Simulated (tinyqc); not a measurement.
Surface potential of a MOS transistor: implicit equation and explicit approximations: two steps of the calculation.

p-type body, charge-sheet picture, depletion and inversion only, full ionisation (an idealisation for deep acceptors), Boltzmann statistics (rough once Na exp(x - xn) passes about Nc/7). In units of Vt: xg = (Vg - Vfb)/Vt, x = psi/Vt, G = gamma/sqrt(Vt), xn = (2 phiF + Vc)/Vt. The implicit equation is (xg - x)^2 = G^2 [x - 1 + exp(x - xn)] for x above about 3. Cox = eps0 eox/tox.

Values chosen for this exercise; band and dielectric values close to those of silicon: temperature T = 300 K; band gap Eg = 1.14 eV; relative permittivity eps_r = 11.7; conduction-band density of states at T Nc = 2.77e19 cm^-3; valence-band density of states at T Nv = 2.62e19 cm^-3; relative permittivity of the gate insulator (close to silicon dioxide) eox = 3.9; insulator thickness tox = 7.7 nm; acceptor density Na = 2.1e17 cm^-3; flat-band voltage Vfb = -0.75 V; channel-body voltage Vc = 0.2 V; gate-body voltage Vg = 1.82 V.

Constants: q = 1.602176634e-19 C, kB = 1.380649e-23 J/K, Vt = kB T/q, eps0 = 8.8541878128e-14 F/cm where lengths are in cm. Results are converted to the units shown.

Problem 1. Scales. ni = sqrt(Nc Nv) exp(-Eg/(2 Vt)), Eg in volts; phiF = Vt ln(Na/ni); gamma = sqrt(2 q eps0 eps_r Na)/Cox; VT = Vfb + Vt (xn + G sqrt(xn - 1)).

Find: phiF; gamma; G; xn; VT; xg.

Solution 1.

phiF = 0.44451 V
gamma = 0.58874 V^0.5
G = 3.6617
xn = 42.125
VT = 0.94607 V
xg = 99.412

Problem 2. Explicit approximation. Depletion value a = 1 + [sqrt(G^2/4 + xg - 1) - G/2]^2; inversion value b = xn + ln[(xg - xn)^2/G^2 - xn + 1] and first guess y = min(a, b) - ln(1 + exp(-|a - b|)) if a > xn + 1, else b = y = a; one second-order correction with D = exp(y - xn), p = 2 (xg - y) + G^2 (1 + D), w = (xg - y)^2 - G^2 (y - 1 + D): z = y + 2 w/(p + sqrt(p^2 - 2 (2 - G^2 D) w)), or the Newton step z = y + w/p where the root is not real.

G = 3.6616553
xn = 42.125027
xg = 99.412039

Wanted: a; b; y; p; w; z.

Solution 2.

a = 69.178
b = 47.441
y = 47.441
p = 2847.8
w = -652.14
z = 47.180

The root of the implicit equation is x = 47.1830; y misses it by 0.26 and z by -0.0034, in units of Vt.

tinyqc, about 0.01 s, one thread, Intel Xeon 2.30GHz (shared host): `OMP_NUM_THREADS=1 python tinyqc.py 2122229 2122230 out.jsonl`
